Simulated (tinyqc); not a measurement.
What moves the results: Wannier function of the lower band of a two-orbital chain. A value that a table varies takes the place of the one given here.

H(k) = [[-d/2 - 2 ta cos k, -t1 - t2 exp(-ik)], [-t1 - t2 exp(ik), d/2 - 2 tb cos k]], k in 1/a, Bloch sums with exp(ikR) and without the positions inside the cell. Mesh k_j = 2 pi j/N. Projection gauge: each lower eigenvector u is multiplied by the phase that makes <trial|u> real and positive (the one-band case of Loewdin orthogonalisation). Wannier amplitudes w(R) = (1/N) sum_k exp(ikR) u(k); hoppings H(R) = (1/N) sum_k exp(-ikR) E(k).

Parameters, chosen for this exercise:

| symbol | value | unit | meaning |
|---|---|---|---|
| d | 0.69 | eV | A at -d/2, B at +d/2 |
| t1 | 1.02 | eV | A-B in the cell |
| t2 | 0.85 | eV | B to A of the next cell |
| ta | -0.08 | eV | A-A between cells |
| tb | 0.22 | eV | B-B between cells |
| xb | 0.58 | a | position of B (A at 0) |
| th | 45 | degrees | trial orbital cos(th) A + sin(th) B in cell 0 |

## Convergence with the mesh

Centre and Omega_I from overlaps M_j = u_j^+ diag(1, exp(-i b xb)) u_(j+1), b = 2 pi/N: centre -(1/2 pi) sum arg M, Omega_I = (1/(N b^2)) sum (1 - |M|^2). Largest error of the Fourier interpolation on 41 points from 0 to pi.

Mesh:

| N | centre (a) | Omega_I (a^2) | H(1) (eV) | largest error (meV) |
|---|---|---|---|---|
| 3 | 0.05136 | 0.07068 | -0.33747 | 133.647 |
| 4 | 0.06149 | 0.08251 | -0.37088 | 25.862 |
| 6 | 0.06567 | 0.09569 | -0.36479 | 6.593 |
| 8 | 0.06713 | 0.10199 | -0.36426 | 2.328 |
| 12 | 0.06817 | 0.10714 | -0.36419 | 0.294 |
| 16 | 0.06853 | 0.10908 | -0.36418 | 0.039 |
| 24 | 0.06878 | 0.11052 | -0.36418 | 0.001 |

How do the results move?

The interpolation error falls exponentially, from 25.9 meV at N = 4 to 0.294 at N = 12, because the hoppings decay exponentially for an isolated band (smallest gap 1.33 eV). Omega_I carries a finite-difference error and converges as a power: against the value 0.11171 on 400 points it is off by -0.00456 at N = 12 and -0.00119 at N = 24, an exponent of 1.94, near the limit 2.

## Choice of the trial orbital

N = 16. Centre, Omega_I and Omega_D from overlaps (b = 2 pi/N, M_j = u_j^+ diag(1, exp(-i b xb)) u_(j+1); Omega_D = (1/(N b^2)) sum (arg M_j + b centre)^2).

Trial angle:

| th (deg) | smallest projection | centre (a) | Omega_I (a^2) | Omega_D (a^2) |
|---|---|---|---|---|
| 0 | 0.716 | 0.0685 | 0.10908 | 0.00009 |
| 15 | 0.872 | 0.0685 | 0.10908 | 0.00587 |
| 30 | 0.921 | 0.0685 | 0.10908 | 0.02400 |
| 45 | 0.792 | 0.0685 | 0.10908 | 0.05714 |
| 60 | 0.607 | 0.0685 | 0.10908 | 0.11990 |
| 75 | 0.381 | 0.0685 | 0.10908 | 0.26842 |
| 90 | 0.128 | 0.0685 | 0.10908 | 0.83742 |

How do the results move?

Omega_I is the same for all. Omega_D is smallest at 0 degrees (0.00009) and largest at 90 (0.83742). The centre does not move.

## What each parameter does

N = 24: centre (folded into [0, 1)) and Omega_I from overlaps M_j = u_j^+ diag(1, exp(-i b xb)) u_(j+1), b = 2 pi/N: centre = -(1/2 pi) Im ln prod M_j, Omega_I = mean(1 - |M_j|^2)/b^2; and the first two hoppings H(R). Each row changes one parameter from the base and keeps the others.

Results:

| case | centre (a) | Omega_I (a^2) | H(1) (eV) | H(2) (eV) |
|---|---|---|---|---|
| base | 0.0688 | 0.1105 | -0.3642 | 0.0256 |
| d = 0.99 eV | 0.0567 | 0.0912 | -0.3331 | 0.0176 |
| t1 = 1.17 eV | 0.1035 | 0.1135 | -0.3876 | 0.0289 |
| t2 = 0.75 eV | 0.0923 | 0.1057 | -0.3333 | 0.0192 |
| ta = 0.02 eV | 0.0742 | 0.1189 | -0.4351 | 0.0367 |
| xb = 0.63 a | 0.0847 | 0.1158 | -0.3642 | 0.0256 |
| th = 55 degrees | 0.0688 | 0.1105 | -0.3642 | 0.0256 |

What can be read from the table?

The largest shifts from the base row, up to three for each result and ties (the steps differ in size, so this ranks the rows, not the parameters). centre (a): t1 +0.0348, t2 +0.0235, xb +0.0159; unchanged at the printed digits by th. Omega_I (a^2): d -0.0194, ta +0.0083, xb +0.0053; unchanged at the printed digits by th. H(1) (eV): ta -0.0710, d +0.0311, t2 +0.0309; unchanged at the printed digits by xb and th. H(2) (eV): ta +0.0111, d -0.0080, t2 -0.0063; unchanged at the printed digits by xb and th. The trial angle is a choice of gauge and moves none of these; xb enters the position operator alone, so it leaves the hoppings.

tinyqc: `OMP_NUM_THREADS=1 python tinyqc.py 1451537 1451538 out.jsonl`; about 0.1 s, one thread, shared Intel(R) Xeon(R) Processor @ 2.30GHz.
